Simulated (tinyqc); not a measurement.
# Threshold of a short bulk MOSFET: charge sharing, barrier lowering, narrow width: two studies

n-channel device on a p-type body, depletion approximation, full ionisation. Uniform doping N = Na. Vbi from Boltzmann statistics is rough for the degenerate source. Cox = eps0 eox/tox.

Parameters, values chosen for the exercise; band and dielectric values close to those of silicon:
- T = 350 K (temperature)
- Eg = 1.11 eV (band gap)
- eps_r = 11.6 (relative permittivity)
- Nc = 3.52e19 cm^-3 (conduction-band density of states at T)
- Nv = 3.36e19 cm^-3 (valence-band density of states at T)
- eox = 25.4 (relative permittivity of the gate insulator (close to zirconium oxide))
- tox = 30 nm (insulator thickness)
- Na = 2.5e17 cm^-3 (channel doping)
- Nsd = 1e20 cm^-3 (source and drain doping)
- Vfb = -0.79 V (flat-band voltage for the doping Na)
- xj = 82 nm (junction depth)
- Vbs = 0 V (body-source voltage)
- Vds = 0.05 V (drain-source voltage)
- W = 260 nm (gate width)
- xw = 0 (shape factor of the fringing depletion at the width edges)
- L = 170 nm (channel length)

Constants: q = 1.602176634e-19 C, kB = 1.380649e-23 J/K, Vt = kB T/q, eps0 = 8.8541878128e-14 F/cm where lengths are in cm. Results are converted to the units shown.

Each table varies one quantity; the others keep the values above.

## Threshold roll-off against channel length

ni = sqrt(Nc Nv) exp(-Eg/(2 Vt)), Eg in volts; 2 pB = 2 Vt ln(N/ni); flat band Vfb - Vt ln(N/Na); Wd = sqrt(2 eps0 eps_r (2 pB - Vbs)/(q N)); body term q N Wd/Cox; long-channel VT0 = flat band + 2 pB + body term; Vbi = Vt ln(N Nsd/ni^2); scale length l = sqrt((eps_r/eox) tox Wd). Charge sharing (trapezoid; it ignores Vds): F = (xj/L)(sqrt(1 + 2 Wd/xj) - 1), lowering = body term times F. Barrier lowering: th = exp(-L/(2 l)) + 2 exp(-L/l), lowering = th [2 (Vbi - 2 pB) + Vds], DIBL = th. Narrow width: rise = body term times xw Wd/W. VT by each model = VT0 - lowering + rise. DIBL under 0.001 mV/V is printed as 0.

The same in every row: N (cm^-3) = 2.5000e17; VT0 (V) = 0.36797.

Results:

| L (nm) | L/l | F | DIBL (mV/V) | VT, charge sharing (V) | VT, barrier lowering (V) |
|---|---|---|---|---|---|
| 94 | 3.1604 | 0.52745 | 290.75 | 0.18600 | 0.24835 |
| 140 | 4.7070 | 0.35415 | 113.10 | 0.24579 | 0.32144 |
| 200 | 6.7242 | 0.24790 | 37.065 | 0.28245 | 0.35272 |
| 280 | 9.4139 | 0.17707 | 9.1954 | 0.30688 | 0.36419 |
| 410 | 13.785 | 0.12093 | 1.0176 | 0.32625 | 0.36756 |
| 590 | 19.836 | 0.084035 | 0.049274 | 0.33898 | 0.36795 |
| 1200 | 40.345 | 0.041317 | 0 | 0.35372 | 0.36797 |
| 1800 | 60.518 | 0.027545 | 0 | 0.35847 | 0.36797 |

Estimate the missing row, L = 860 nm.

Computed row:

| L (nm) | L/l | F | DIBL (mV/V) | VT, charge sharing (V) | VT, barrier lowering (V) |
|---|---|---|---|---|---|
| 860 | 28.914 | 0.057652 | 0 | 0.34808 | 0.36797 |

With this row back in the table: VT by barrier lowering rises from 0.248 to 0.368 V and VT by charge sharing rises from 0.186 to 0.358 V. DIBL is under 100 mV/V from L = 200 nm on among the rows (th = 0.1 at L/l = 4.92). For L = 94 F exceeds 0.5: the shares of source and drain overlap, and the trapezoid formula no longer holds. For L = 94 DIBL exceeds 250 mV/V, where the barrier formula is rough.

## Effect of the gate width

Same model as above.

Effect of the gate width:

| W (nm) | N (cm^-3) | VT0 (V) | L/l | F | DIBL (mV/V) | VT, charge sharing (V) | VT, barrier lowering (V) |
|---|---|---|---|---|---|---|---|
| 40 | 2.5000e17 | 0.36797 | 5.7156 | 0.29165 | 63.984 | 0.26735 | 0.34165 |
| 74 | 2.5000e17 | 0.36797 | 5.7156 | 0.29165 | 63.984 | 0.26735 | 0.34165 |
| 140 | 2.5000e17 | 0.36797 | 5.7156 | 0.29165 | 63.984 | 0.26735 | 0.34165 |
| 250 | 2.5000e17 | 0.36797 | 5.7156 | 0.29165 | 63.984 | 0.26735 | 0.34165 |
| 470 | 2.5000e17 | 0.36797 | 5.7156 | 0.29165 | 63.984 | 0.26735 | 0.34165 |
| 870 | 2.5000e17 | 0.36797 | 5.7156 | 0.29165 | 63.984 | 0.26735 | 0.34165 |
| 1600 | 2.5000e17 | 0.36797 | 5.7156 | 0.29165 | 63.984 | 0.26735 | 0.34165 |
| 3000 | 2.5000e17 | 0.36797 | 5.7156 | 0.29165 | 63.984 | 0.26735 | 0.34165 |

As W goes from 40 to 3000, VT0 stays at 0.368 V, DIBL stays at 64.0 mV/V, F stays at 0.292 and VT by barrier lowering stays at 0.342 V. The width enters only through the rise xw Wd/W.

tinyqc, about 0.01 s, one thread, Intel Xeon 2.30GHz (shared host): `OMP_NUM_THREADS=1 python tinyqc.py 2002192 2002193 out.jsonl`
